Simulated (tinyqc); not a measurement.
One-electron ion in a basis of Gaussians, step by step. One step of it, computed by the program tinyqc.

Question. Generalised eigenproblem. Solve H C = S C e through S^(-1/2); each column has its largest component positive (the first on a tie).

H = T + V (hartree):
$$\begin{pmatrix}
-2.956849 & -2.690571 & -1.506872 & -0.650923 & -0.252729 & -0.094213 \\
-2.690571 & -4.058385 & -3.653777 & -2.427044 & -1.164162 & -0.474803 \\
-1.506872 & -3.653777 & -1.162531 & -0.832451 & -2.693548 & -1.839267 \\
-0.650923 & -2.427044 & -0.832451 & 24.171010 & 23.020492 & 2.781323 \\
-0.252729 & -1.164162 & -2.693548 & 23.020492 & 150.056916 & 140.791486 \\
-0.094213 & -0.474803 & -1.839267 & 2.781323 & 140.791486 & 692.549828
\end{pmatrix}$$

S:
$$\begin{pmatrix}
1.000000 & 0.586286 & 0.162931 & 0.033735 & 0.006406 & 0.001188 \\
0.586286 & 1.000000 & 0.586031 & 0.162827 & 0.033729 & 0.006403 \\
0.162931 & 0.586031 & 1.000000 & 0.586033 & 0.162904 & 0.033737 \\
0.033735 & 0.162827 & 0.586033 & 1.000000 & 0.586219 & 0.162938 \\
0.006406 & 0.033729 & 0.162904 & 0.586219 & 1.000000 & 0.586114 \\
0.001188 & 0.006403 & 0.033737 & 0.162938 & 0.586114 & 1.000000
\end{pmatrix}$$

Give: eigenvalues of S; eigenvalues; coefficients.

Answer.

eigenvalues of S: [0.137, 0.275, 0.558, 1.035, 1.684, 2.311]

eigenvalues (hartree): [-4.490, -1.941, 3.897, 40.472, 208.762, 937.418]

coefficients:
$$\begin{pmatrix}
0.163 & 1.164 & -0.520 & -0.152 & 0.055 & -0.022 \\
0.728 & -0.609 & 1.249 & 0.474 & -0.174 & 0.068 \\
0.249 & -0.189 & -1.232 & -1.064 & 0.433 & -0.168 \\
0.027 & -0.019 & -0.002 & 1.358 & -0.978 & 0.402 \\
0.003 & -0.002 & -0.019 & -0.092 & 1.373 & -0.908 \\
0.000 & 0.000 & 0.001 & 0.020 & -0.108 & 1.291
\end{pmatrix}$$

For Z = 6 and l = 1 the exact lowest level is -Z^2/(2 n^2) with n = l + 1: -4.500000 hartree.
